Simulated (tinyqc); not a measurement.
Metal-induced gap states at the contact of a metal chain and a two-band chain, step by step. Values are carried at full precision from step to step, so a last printed digit may differ when a step is redone from the rounded ones.

The semiconductor alternates sites A at -Eg/2 and C at +Eg/2 with hopping -t; the gap runs from -Eg/2 to Eg/2. In the gap cosh(q a) = 1 + (Eg^2/4 - E^2)/(2 t^2) and the amplitude changes by -exp(-q a) a period. The metal has site energy 0 and hopping -tm; its end site has g_m = (E - i sqrt(4 tm^2 - E^2))/(2 tm^2). Sites 1, 2, ... count into the semiconductor, with energies e1, e2 alternating. The clean half chain has g1 = 1/(E - e1 - t^2 g2), g2 = 1/(E - e2 - t^2 g1), decaying root. With the contact G11 = 1/(1/g1 - tc^2 g_m), and the density on site j is -Im G_jj/pi = |psi_j/psi_1|^2 (-Im G11/pi), per spin, with psi_2/psi_1 = -t g2, psi_3/psi_2 = -t g1.

Constants: e^2/(4 pi eps0) = 14.39964547 eV angstrom.

Inputs chosen for the exercise (gap and optical dielectric constant near those of Ge; the chain itself is a model; the results hold for these values, not for the real material):
- Eg = 0.67 eV (gap)
- t = 2.06 eV (hopping in the semiconductor)
- a = 4 angstrom (period (two sites); one chain for each area a^2)
- E = 0.06 eV (energy from mid-gap)
- tm = 3.33 eV (hopping in the metal)
- tc = 1.27 eV (hopping across the contact)
- end = A (site that touches the metal)
- eps = 16.3 (dielectric constant)

## Decay in the gap

Form cosh(q a), l = exp(-q a), q and the decay length 1/(2q) of the density.

cosh(q a) = 1.01280
l = 0.85230
q = 0.03996 1/angstrom
xi, the decay length of the density = 12.514 angstrom

## Green functions

The decaying root is g1 = (1 - l)/(E - e1), g2 = (1 - l)/(E - e2), l = exp(-q a). Form them, g_m and G11.

g1, g2 (1/eV): [0.37393, -0.53711]

g_m = 0.00271-0.30029i 1/eV
G11 = 0.36261-0.06578i 1/eV

## Density site by site

D1 = -Im G11/pi, D2 = (t g2)^2 D1, and each further period multiplies by l^2. The sum over all sites is (D1 + D2)/(1 - l^2). The Green functions stand in the order g1, g2.

density on sites 1 to 8 (1/eV): [0.02094, 0.02563, 0.01521, 0.01862, 0.01105, 0.01353, 0.00803, 0.00983]

Ds, the density per spin summed over the semiconductor = 0.17022 1/eV

The first period holds 27 % of the gap states at this energy.

## Pinning factor

Gap states per area N = 2 Ds/a^2 (two spins). Charge in them sits a distance xi from the metal, so S = 1/(1 + 4 pi e^2 N xi/eps), e^2 meaning e^2/(4 pi eps0); S is the change of the barrier per change of the metal work function.

N = 2.128e+14 1/(eV cm^2)
4 pi e^2 N xi/eps = 2.9559
S = 0.2528

Partial pinning, between the Bardeen (0) and Schottky (1) limits.

## Checks

- g1 from the closed form against decimation: both 0.373935.

Run: tinyqc, `OMP_NUM_THREADS=1 python tinyqc.py 1452849 1452850 out.jsonl`; Intel(R) Xeon(R) Processor @ 2.30GHz, one thread, shared host; about 0.01 s of CPU time with all checks.
